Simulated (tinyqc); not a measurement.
# Two-step dopant diffusion (predeposition and drive-in) with a constant diffusivity, step by step

A worked calculation. Computed by tinyqc, a small Python program that keeps every step. Command: `OMP_NUM_THREADS=1 python tinyqc.py 3005703 3005704 out.jsonl dopdiff walk`. One thread of a shared host (Intel(R) Xeon(R) Processor @ 2.30GHz), about 0.04 s of CPU time with the checks. Intermediate numbers are printed to about 6 digits and carried at full precision; extremes and crossings named in words are read from the listed rows.

Fick diffusion into a half space x > 0 whose background doping C_B is of the opposite type, so that a junction lies where C = C_B.

Inputs (values chosen for the exercise, modelled on aluminium in silicon):
```
quantity,value,unit
prefactor D0,1.58,cm^2/s
activation energy E,3.4,eV
surface concentration C_s,1e+19,1/cm^3
background doping C_B,5.2e+14,1/cm^3
predeposition temperature T1,1025,C
predeposition time t1,10,min
drive-in temperature T2,1000,C
drive-in time t2,240,min
mean mobility in the layer mu,230,cm^2/(V s)
ramp rate,3,C/min
stand-by temperature,800,C
```

Furnace ramps of the drive-in: linear ramps.

Constants: k_B = 8.617333262e-05 eV/K; e = 1.602176634e-19 C.

## Diffusivities

D = D0 exp(-E/(k_B T)). Temperatures in kelvin are T(C) + 273.15. Times in seconds are 60 times the minutes.

D1 = 9.97504e-14 cm^2/s

D2 = 5.49187e-14 cm^2/s

product D1 t1 = 5.98502e-11 cm^2

## Thermal budget with ramps

One ramp between the stand-by temperature and T2 adds int D dT / rate (40-point Gauss-Legendre); the usual estimate counts it as an extra time k_B T2^2/(E rate) at T2. (Dt)2 = D2 t2 + two ramps, times in seconds.

budget of one ramp = 4.23674e-11 cm^2

estimated extra time of one ramp = 13.6940 min

drive-in budget (Dt)2 = 8.75564e-10 cm^2

The integral equals 12.9 min at T2, against the estimate 13.7 min; both ramps make 9.7 % of the budget.

## Predeposition

C = C_s erfc(x/(2 sqrt(D1 t1))); dose Q = 2 C_s sqrt(D1 t1/pi); the junction solves erfc(z) = C_B/C_s with x_j = 2 z sqrt(D1 t1).

dose Q = 8.72947e+13 1/cm^2

z = 2.86127

junction depth after predeposition = 0.442713 um

## Drive-in as a Gaussian

With a sealed surface and a thin source, C = Q/sqrt(pi (Dt)2) exp(-x^2/(4 (Dt)2)); x_j = 2 sqrt((Dt)2 ln(C(0)/C_B)); gradient at the junction |dC/dx| = C_B x_j/(2 (Dt)2).

surface concentration C(0) (Gaussian) = 1.66444e+18 1/cm^3

junction depth x_j = 1.68129 um

gradient at the junction = 4.99261e+19 1/cm^4

The drive-in moves the junction from 0.443 to 1.68 um and lowers the surface value by a factor 6.01. Caution: the drive-in budget is under fifteen times D1 t1, so the source is not thin and the Gaussian junction is too shallow. Caution: C_s exceeds the intrinsic carrier density of silicon at the predeposition temperature (2e18 to 1e19 per cm^3), where real diffusivities rise with concentration and profiles turn box-like.

## Sheet resistance

Net dose Q_net = Q erf(x_j/(2 sqrt((Dt)2))) - C_B x_j; R_s = 1/(e mu Q_net), with every dopant ionised and one mobility.

net dose = 8.72022e+13 1/cm^2

sheet resistance R_s (Gaussian) = 311.196 ohm/square

## Exact junction depth

Exact two-step profile: C = (2 C_s/pi) int_0^alpha exp(-beta (1 + u^2))/(1 + u^2) du with alpha = sqrt(D1 t1/(Dt)2), beta = x^2/(4 (D1 t1 + (Dt)2)). The integral takes 48 Gauss-Legendre points; solve C(x) = C_B.

exact junction depth = 1.71762 um

## Gaussian against the exact two-step profile

Gaussian: C = Q/sqrt(pi (Dt)2) exp(-x^2/(4 (Dt)2)). Depths are fractions of the Gaussian x_j.

Profiles:
```
x/x_j,x (um),Gaussian (1/cm^3),exact (1/cm^3),ratio
0.0,0.00000,1.66444e+18,1.62800e+18,1.02238
0.2,0.33626,1.20520e+18,1.19532e+18,1.00826
0.4,0.67252,4.57537e+17,4.73233e+17,0.96683
0.6,1.00877,9.10696e+16,1.01090e+17,0.90087
0.8,1.34503,9.50384e+15,1.16642e+16,0.81479
1.0,1.68129,5.20000e+14,7.27989e+14,0.71430
1.2,2.01755,1.49172e+13,2.46188e+13,0.60593
```

With D1 t1/(Dt)2 = 0.068, the Gaussian is 2.2 % high at the surface and 29 % low at its own junction; the exact junction lies at 1.718 um, 2.2 % deeper. The dose is the same, but the real source already has a width, which carries into the tail.

Checks made by the program: exact profile against the direct convolution of the erfc with the Gaussian kernel (relative difference below 1e-10).
